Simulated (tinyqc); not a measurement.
# Threshold-voltage variability of a planar MOSFET, analytic estimates: what changes with what

Three independent sources add in quadrature: random dopants in the depleted layer, metal-gate grains of two orientations, and roughness of the two gate edges acting through the roll-off VT = VT(long) - Vr exp(-L/l). These are first-order estimates: no three-dimensional electrostatics, no percolation.

Parameters, values chosen for the exercise; material values close to those of silicon:
- T = 300 K (temperature)
- Eg = 1.1 eV (band gap)
- eps_r = 11.8 (relative permittivity of the semiconductor)
- Nc = 2.8e19 cm^-3 (conduction-band density of states at T)
- Nv = 2.69e19 cm^-3 (valence-band density of states at T)
- Na = 3.6e17 cm^-3 (channel doping)
- ti = 2.3 nm (oxide-equivalent thickness in inversion)
- L = 45 nm (gate length)
- W = 200 nm (gate width)
- G = 5 nm (metal grain size)
- dW = 0.15 eV (work-function difference of the two grain orientations)
- p = 0.4 (share of the orientation of higher work function)
- De = 0.8 nm (rms roughness of one gate edge)
- La = 30 nm (correlation length of the roughness)
- l = 9.2 nm (decay length of the threshold roll-off)
- Vr = 1.1 V (prefactor of the roll-off)

Constants: q = 1.602176634e-19 C, kB = 1.380649e-23 J/K, Vt = kB T/q, eps0 = 8.8541878128e-14 F/cm where lengths are in cm. Results are converted to the units shown.

Each table varies one quantity; the others keep the values above.

## Effect of the oxide-equivalent thickness in inversion

ni = sqrt(Nc Nv) exp(-Eg/(2 Vt)), Eg in volts; Cox = 3.9 eps0/ti; Wd = sqrt(4 eps0 eps_r Vt ln(Na/ni)/(q Na)); dopants: s1 = (q/Cox) sqrt(Na Wd/(3 L W)). Grains: Ng = L W/G^2 (at least 1), s2 = dW sqrt(p (1 - p)/Ng). Edges, with exponential correlation and u = W/La: the mean gate length has sL^2 = 2 De^2 (2/u)[1 - (1 - exp(-u))/u]; s3 = sL (Vr/l) exp(-L/l). s = sqrt(s1^2 + s2^2 + s3^2). l and Vr are held fixed.

The same in every row: s2 (mV) = 3.873; s3 (mV) = 0.5132.

Result of one run:

| ti (nm) | s1 (mV) | s (mV) | s sqrt(L W) (mV um) |
|---|---|---|---|
| 0.8 | 3.217 | 5.061 | 0.4801 |

What becomes of these results when the oxide-equivalent thickness in inversion ti is changed from 0.8 to 3.2 nm, all else the same?

Result of the changed run:

| ti (nm) | s1 (mV) | s (mV) | s sqrt(L W) (mV um) |
|---|---|---|---|
| 3.2 | 12.87 | 13.45 | 1.276 |

The whole series:

| ti (nm) | s1 (mV) | s (mV) | s sqrt(L W) (mV um) |
|---|---|---|---|
| 0.8 | 3.217 | 5.061 | 0.4801 |
| 1.2 | 4.825 | 6.209 | 0.5890 |
| 1.6 | 6.434 | 7.527 | 0.7141 |
| 2 | 8.042 | 8.941 | 0.8482 |
| 2.4 | 9.651 | 10.41 | 0.9877 |
| 2.8 | 11.26 | 11.92 | 1.131 |
| 3.2 | 12.87 | 13.45 | 1.276 |

As ti goes from 0.8 to 3.2 nm, s rises from 5.06 to 13.4 mV. The largest source is the grains in the first row and the dopants in the last. s1 goes on average as ti^(1.00). In every row the depletion depth exceeds L, so source and drain share much of the charge and s1 is rough.

## Effect of the metal grain size

Same model as above.

l and Vr are held fixed.

The same in every row: s1 (mV) = 9.249; s3 (mV) = 0.5132.

Effect of the metal grain size:

| G (nm) | s2 (mV) | s (mV) | s sqrt(L W) (mV um) |
|---|---|---|---|
| 2 | 1.549 | 9.391 | 0.8909 |
| 3 | 2.324 | 9.550 | 0.9060 |
| 5 | 3.873 | 10.04 | 0.9525 |
| 7 | 5.422 | 10.73 | 1.018 |
| 10 | 7.746 | 12.07 | 1.146 |
| 14 | 10.84 | 14.26 | 1.353 |
| 20 | 15.49 | 18.05 | 1.712 |

Read the table: what changes, and by how much?

As G goes from 2 to 20 nm, s rises from 9.39 to 18.0 mV. The largest source is the dopants in the first row and the grains in the last. In every row the depletion depth exceeds L, so source and drain share much of the charge and s1 is rough.

## Effect of the gate length

Same model as above.

l and Vr are held fixed.

Effect of the gate length:

| L (nm) | s1 (mV) | s2 (mV) | s3 (mV) | s (mV) | s sqrt(L W) (mV um) |
|---|---|---|---|---|---|
| 27 | 11.940 | 5.0000 | 3.6305 | 13.444 | 0.98792 |
| 33 | 10.800 | 4.5227 | 1.8912 | 11.860 | 0.96355 |
| 39 | 9.9345 | 4.1603 | 0.98514 | 10.815 | 0.95519 |
| 47 | 9.0496 | 3.7897 | 0.41291 | 9.8198 | 0.95206 |
| 57 | 8.2175 | 3.4412 | 0.13925 | 8.9101 | 0.95134 |
| 68 | 7.5236 | 3.1506 | 0.042124 | 8.1567 | 0.95123 |
| 82 | 6.8513 | 2.8691 | 0.0091969 | 7.4278 | 0.95122 |
| 99 | 6.2354 | 2.6112 | 0.0014492 | 6.7600 | 0.95122 |

Read the table: what changes, and by how much?

As L goes from 27 to 99 nm, s falls from 13.4 to 6.76 mV. The dopants are the largest source in the first and the last row. The product s sqrt(L W) falls from 0.988 to 0.951 mV um: s1 and s2 go as 1/sqrt(L W), so the change comes from s3 alone. For L = 27 to 47 nm the depletion depth exceeds L, so source and drain share much of the charge and s1 is rough.

Program tinyqc, `OMP_NUM_THREADS=1 python tinyqc.py 2090113 2090114 out.jsonl`; Intel Xeon 2.30GHz, shared host, one thread, about 0.01 s.
